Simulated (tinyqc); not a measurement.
## Surface potential of a MOS transistor: implicit equation and explicit approximations: effect of the channel-body voltage at fixed gate voltage

p-type body, charge-sheet picture, depletion and inversion only, full ionisation (an idealisation for deep acceptors), Boltzmann statistics (rough once Na exp(x - xn) passes about Nc/7). In units of Vt: xg = (Vg - Vfb)/Vt, x = psi/Vt, G = gamma/sqrt(Vt), xn = (2 phiF + Vc)/Vt. The implicit equation is (xg - x)^2 = G^2 [x - 1 + exp(x - xn)] for x above about 3. Cox = eps0 eox/tox.

ni = sqrt(Nc Nv) exp(-Eg/(2 Vt)), Eg in volts; phiF = Vt ln(Na/ni); gamma = sqrt(2 q eps0 eps_r Na)/Cox; VT = Vfb + Vt (xn + G sqrt(xn - 1)). Depletion value a = 1 + [sqrt(G^2/4 + xg - 1) - G/2]^2; inversion value b = xn + ln[(xg - xn)^2/G^2 - xn + 1] and first guess y = min(a, b) - ln(1 + exp(-|a - b|)) if a > xn + 1, else b = y = a; one second-order correction with D = exp(y - xn), p = 2 (xg - y) + G^2 (1 + D), w = (xg - y)^2 - G^2 (y - 1 + D): z = y + 2 w/(p + sqrt(p^2 - 2 (2 - G^2 D) w)), or the Newton step z = y + w/p where the root is not real. N_inv = (Cox Vt G/q) [sqrt(x - 1 + exp(x - xn)) - sqrt(x - 1)] at the root. Lambert form (Cox m Vt/q) W0[(G/(2 m sqrt(xn - 1))) exp((Vg - VT)/(m Vt))], m = 1 + G/(2 sqrt(xn - 1)). Errors under 1e-4 mV, and the linear form below VT, are printed as 0.

Parameters, values chosen for the exercise; band and dielectric values close to those of silicon:
- T = 300 K (temperature)
- Eg = 1.13 eV (band gap)
- eps_r = 11.8 (relative permittivity)
- Nc = 2.78e19 cm^-3 (conduction-band density of states at T)
- Nv = 2.7e19 cm^-3 (valence-band density of states at T)
- eox = 8.81 (relative permittivity of the gate insulator (close to aluminium oxide))
- tox = 6.3 nm (insulator thickness)
- Na = 8.9e17 cm^-3 (acceptor density)
- Vfb = -0.41 V (flat-band voltage)
- Vg = 1.68 V (gate-body voltage)

Constants: q = 1.602176634e-19 C, kB = 1.380649e-23 J/K, Vt = kB T/q, eps0 = 8.8541878128e-14 F/cm where lengths are in cm. Results are converted to the units shown.

Result of one run:

| psi (V) | x - xn | error of y (mV) | error of z (mV) | N_inv (cm^-2) | Cox (Vg - VT)/q (cm^-2) | Lambert form (cm^-2) |
|---|---|---|---|---|---|---|
| 1.5464 | -7.9851 | 1.33e-3 | 0 | 1.2160e7 | 0 | 1.1001e7 |

Which channel-body voltage Vc gave this result: 0.2, 0.4, 0.6, 0.8 or 1 V?

Vc = 0.8 V.

The whole series:

| Vc (V) | psi (V) | x - xn | error of y (mV) | error of z (mV) | N_inv (cm^-2) | Cox (Vg - VT)/q (cm^-2) | Lambert form (cm^-2) |
|---|---|---|---|---|---|---|---|
| 0 | 1.0841 | 5.0780 | 8.34 | -0.184 | 4.2690e12 | 5.5081e12 | 4.3876e12 |
| 0.2 | 1.2681 | 4.4590 | 10.8 | -0.440 | 2.5546e12 | 3.6259e12 | 2.6252e12 |
| 0.4 | 1.4402 | 3.3789 | 16.3 | -1.96 | 9.7026e11 | 1.7724e12 | 9.9638e11 |
| 0.6 | 1.5436 | -0.35485 | 2.74 | -5.34e-4 | 2.4994e10 | 0 | 2.4991e10 |
| 0.8 | 1.5464 | -7.9851 | 1.33e-3 | 0 | 1.2160e7 | 0 | 1.1001e7 |
| 1 | 1.5464 | -15.721 | 0 | 0 | 5310.2 | 0 | 4152.7 |
| 1.2 | 1.5464 | -23.458 | 0 | 0 | 2.3188 | 0 | 1.5150 |

As Vc goes from 0 to 1.2, psi rises from 1.08 to 1.55 V, x - xn falls from 5.08 to -23.5 and N_inv falls from 4.27e12 to 2.32 cm^-2. The Lambert form lies between 0.653 and 1.03 times N_inv. psi follows Vc only while the surface is inverted; once x falls below xn it settles at the depletion value. For Vc = 0, 0.2, 0.4 the electron quasi-Fermi level lies less than 2 Vt below the band edge at the surface, or above it, where degeneracy and confinement, left out, matter.

tinyqc, about 0.01 s, one thread, Intel Xeon 2.30GHz (shared host): `OMP_NUM_THREADS=1 python tinyqc.py 2122033 2122034 out.jsonl`
